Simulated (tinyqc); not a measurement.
Changing the lattice temperature T: hot carriers by balance equations with a heated Maxwellian. Computed by tinyqc, a small Python program. Command: `OMP_NUM_THREADS=1 python tinyqc.py 3000418 3000419 out.jsonl hot sweep`. One thread of a shared host (Intel(R) Xeon(R) Processor @ 2.30GHz), about 0.06 s of CPU time with the checks.

The carriers follow a Maxwellian at an electron temperature T_e, slightly displaced; the drift energy is neglected against k_B T_e. The balance averages the rate, not the time, so mu_0 lies below the relaxation-time value.

Inputs (values chosen for the exercise, modelled on holes in germanium): effective mass m = 0.307 m_0; density rho = 5323 kg/m^3; sound velocity v_l = 5290 m/s; acoustic deformation potential D_A = 4.8 eV; phonon energy hbar w = 38.2 meV; optical or intervalley deformation potential D_o = 7.9 1e8 eV/cm; final valleys Z_f = 1; electric field F = 1.1 kV/cm; mixing = 0.3; iteration cap = 300.

Band: parabolic. Solver: damped fixed point.

Constants: k_B = 8.617333262e-05 eV/K; k_B = 1.380649e-23 J/K; e = 1.602176634e-19 C; hbar = 1.054571817e-34 J s; m_0 = 9.1093837015e-31 kg; hbar = 6.582119569e-16 eV s.

Method:
- Parabolic band: E = hbar^2 k^2/(2 m), speed v = hbar k/m, states per spin, volume and energy g(E) = m k/(2 pi^2 hbar^2). Masses are multiplied by m_0 and all formulas are in SI units.
- Phonon occupation N_q = 1/(exp(hbar w/(k_B T)) - 1).
- Acoustic deformation potential (elastic, equipartition, absorption and emission together): 1/tau = 2 pi k_B T D_A^2 g(E)/(hbar rho v_l^2).
- Optical or intervalley deformation potential: 1/tau = (pi Z_f D_o^2/(rho w)) [N_q g(E + hbar w) + (N_q + 1) g(E - hbar w)], with g = 0 below the band edge.
- Averages over the Maxwellian, <y> = int y x^(1/2) exp(-x) dx / int x^(1/2) exp(-x) dx with x = E/(k_B T_e), split at x_0 = hbar w/(k_B T_e): 64 Gauss-Legendre points in sqrt(x) below it and 128 in sqrt(x - x_0) above it, up to x = 32. Momentum balance: mu(T_e) = e/(m nu), nu = <x (sum of rates)>/<x>. Power lost per carrier: P(T_e) = hbar w <emission rate - absorption rate> + <(2 m v_l^2/(k_B T)) (E - 2 k_B T) acoustic rate>.
- Energy relaxation time at weak heating: tau_E = (3/2) k_B / (dP/dT_e), the derivative by a central difference of +/- 0.5 K at T_e = T.
- Fixed point: T_out = T + (T_e - T) e mu(T_e) F^2/P(T_e), T_new = T_e + mixing (T_out - T_e).
- Start at T_e = 1.5 T; stop when T_e moves by less than 1e-6 K or exceeds 1e6 K.
- v = mu(T_e) F; warm-carrier coefficient (mu/mu_0 - 1)/F^2.

One run for each value; columns: (1) lattice temperature T (K); (2) drift velocity (1e7 cm/s); (3) low-field mobility mu_0 (cm^2/(V s)); (4) electron temperature T_e (K); (5) energy relaxation time tau_E (ps):
```
(1)     (2)    (3)    (4)    (5)
80   0.8112  38783  238.1  9.440
110  0.7233  18587  234.9  3.776
140  0.6205  10678  236.9  2.437
190  0.4583   5575  253.3  1.750
250  0.3177   3284  290.4  1.507
340  0.1993   1905  364.3  1.424
450  0.1286   1195  466.0  1.447
600  0.0822    755  610.8  1.538
```

Over the rows, drift velocity (1e7 cm/s) falls from 0.811 to 0.0822 (exponent d ln y / d ln x -0.36 between the first rows and -1.6 between the last); low-field mobility mu_0 (cm^2/(V s)) falls from 38800 to 755 (exponent d ln y / d ln x -2.3 between the first rows and -1.6 between the last); electron temperature T_e (K) goes from 238 through a minimum among these rows, 235 at 110, to 611. mu_0 changes by a factor 51.4 over the table and the drift velocity at this field by 9.87: hot carriers care less about the lattice temperature.

Caution (rows 80.0, 110, 140, 190, 250): the drift energy m v^2/2 is not small against the heating (3/2) k_B (T_e - T), so T_e - T is rough.

Extremes, crossings and ranges named in words are read from the listed rows.
